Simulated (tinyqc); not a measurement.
What moves the results: eight-band Kane k.p model. A value that a table varies takes the place of the one given here.

Eight-band Kane model, basis S, X, Y, Z times spin, zero of energy at the top of the unstrained valence band, c = hbar^2/2m0. Within each spin: H_SS = Eg + A c k^2, H_SX = i P kx (likewise Y, Z), H_XX = -Dso/3 + L kx^2 + M (ky^2 + kz^2), H_XY = N kx ky, and cyclic. Spin-orbit term (Dso/3) L.sigma on X, Y, Z with (L_k)_ij = -i epsilon_kij: <X+|H|Y+> = -i Dso/3, <X+|H|Z-> = Dso/3, <Y+|H|Z-> = -i Dso/3, <Z+|H|X-> = -Dso/3, <Z+|H|Y-> = i Dso/3, <X-|H|Y-> = i Dso/3, and their conjugates; + and - are the spin along z. Terms from inversion asymmetry are left out, so every level is twofold.

P = sqrt(Ep c); A = 1/me - Ep (Eg + 2 Dso/3)/(Eg (Eg + Dso)) keeps the electron mass; g1' = g1 - Ep/(3 Eg), g2' = g2 - Ep/(6 Eg), g3' = g3 - Ep/(6 Eg) remove the coupling to S that the Luttinger values already hold; L = -c (g1' + 4 g2'), M = -c (g1' - 2 g2'), N = -6 c g3'.

Constants: hbar^2/2m0 = 3.80998211 eV angstrom^2.

Values chosen for the exercise (near those of CdTe; not measured data): Eg = 1.685 eV (gap at Gamma to the s-like level); Dso = 0.891 eV (spin-orbit splitting); Ep = 18.9 eV (Kane energy); me = 0.0937 m0 (electron mass at Gamma); g1 = 5.31 (Luttinger gamma1); g2 = 1.68 (gamma2); g3 = 1.99 (gamma3); kmax = 0.05 1/angstrom (end of the path).

## Non-parabolicity of the conduction band

Unstrained, along [100], six points up to kmax. Parabolic: E = c k^2/me. Two-band form: E (1 + alpha E) = c k^2/me with alpha = (1 - me)^2/Eg. The column alpha(k) solves that form for alpha with the eight-band energy. Energies from the conduction edge.

Energies:

| \|k\| (1/angstrom) | parabolic (eV) | two-band (eV) | eight-band (eV) | alpha(k) (1/eV) | parabolic / eight-band |
|---|---|---|---|---|---|
| 0.0083 | 0.0028 | 0.0028 | 0.0028 | 0.545 | 1.002 |
| 0.0167 | 0.0113 | 0.0112 | 0.0112 | 0.545 | 1.006 |
| 0.0250 | 0.0254 | 0.0251 | 0.0251 | 0.545 | 1.014 |
| 0.0333 | 0.0452 | 0.0442 | 0.0441 | 0.545 | 1.024 |
| 0.0417 | 0.0706 | 0.0683 | 0.0681 | 0.544 | 1.037 |
| 0.0500 | 0.1017 | 0.0971 | 0.0966 | 0.544 | 1.053 |

alpha = 0.487 1/eV

How do the results move?

At the last point the parabola lies a factor 1.05 above the eight-band value, and the two-band form 0.5 meV above it. The parabola stays within 5 % up to |k| = 0.0417 1/angstrom of the points listed. alpha(k) goes from 0.545 to 0.544 1/eV, a spread of 0.2 % over this range; the simple rule gives 0.487, 11 % below the first value, as it knows neither Dso nor the remote terms.

## Four, six or eight bands for the holes

Unstrained, along [110]. Six bands: the X, Y, Z block alone with the full g1, g2, g3 in L, M, N. Four bands: the same with Dso sent to infinity. HH, LH and SO name the pairs from the top.

Valence levels (eV):

| \|k\| (1/angstrom) | HH 4 | HH 6 | HH 8 | LH 4 | LH 6 | LH 8 | SO 6 | SO 8 |
|---|---|---|---|---|---|---|---|---|
| 0.0083 | -0.0004 | -0.0004 | -0.0004 | -0.0024 | -0.0024 | -0.0024 | -0.8924 | -0.8921 |
| 0.0167 | -0.0016 | -0.0016 | -0.0016 | -0.0097 | -0.0096 | -0.0096 | -0.8967 | -0.8953 |
| 0.0250 | -0.0035 | -0.0035 | -0.0035 | -0.0218 | -0.0216 | -0.0214 | -0.9038 | -0.9006 |
| 0.0333 | -0.0062 | -0.0062 | -0.0062 | -0.0387 | -0.0381 | -0.0374 | -0.9141 | -0.9082 |
| 0.0417 | -0.0098 | -0.0097 | -0.0097 | -0.0605 | -0.0590 | -0.0574 | -0.9276 | -0.9180 |
| 0.0500 | -0.0141 | -0.0140 | -0.0140 | -0.0871 | -0.0840 | -0.0808 | -0.9447 | -0.9302 |

What can be read from the table?

At |k| = 0.0500 the heavy holes of the three models span 0.0 meV and the light holes 6.3 meV. The split-off band moves the light hole by +3.1 meV and treating the conduction band exactly moves it by +3.2 meV more; the two matter about equally here, where the four-band light-hole energy is 0.10 times Dso and 0.05 times Eg.

## What each parameter does

Unstrained; levels at |k| = kmax along [100], all derived values formed anew. Each row changes one parameter from the base and keeps the others.

Results:

| case | conduction (eV) | heavy hole (eV) | light hole (eV) | split-off (eV) |
|---|---|---|---|---|
| base | 1.7816 | -0.0186 | -0.0771 | -0.9297 |
| Eg = 1.5165 eV | 1.6127 | -0.0186 | -0.0768 | -0.9272 |
| Dso = 0.9801 eV | 1.7816 | -0.0186 | -0.0772 | -1.0179 |
| Ep = 17.01 eV | 1.7817 | -0.0186 | -0.0771 | -0.9310 |
| me = 0.1031 m0 | 1.7727 | -0.0186 | -0.0774 | -0.9298 |
| g1 = 4.779 | 1.7818 | -0.0135 | -0.0722 | -0.9247 |
| g2 = 1.848 | 1.7813 | -0.0154 | -0.0797 | -0.9300 |
| g3 = 1.791 | 1.7816 | -0.0186 | -0.0771 | -0.9297 |

How do the results move?

The largest shifts from the base row, up to three for each result and ties (the steps differ in size, so this ranks the rows, not the parameters). conduction (eV): Eg -0.1689, me -0.0089, g2 -0.0003; unchanged at the printed digits by Dso and g3. heavy hole (eV): g1 +0.0051, g2 +0.0032; unchanged at the printed digits by Eg, Dso, Ep, me and g3. light hole (eV): g1 +0.0049, g2 -0.0026, me -0.0003, Eg +0.0003; unchanged at the printed digits by Ep and g3. split-off (eV): Dso -0.0882, g1 +0.0050, Eg +0.0025; unchanged at the printed digits by g3. Along [100] the heavy hole does not couple to S or to g3, so it follows g1 - 2 g2 alone.

Computed by tinyqc, a small Python program: `OMP_NUM_THREADS=1 python tinyqc.py 1050734 1050735 out.jsonl` (the numbers bound the seed that draws the inputs); one thread of a shared host (Intel(R) Xeon(R) Processor @ 2.30GHz), about 0.01 s for the whole set of steps.
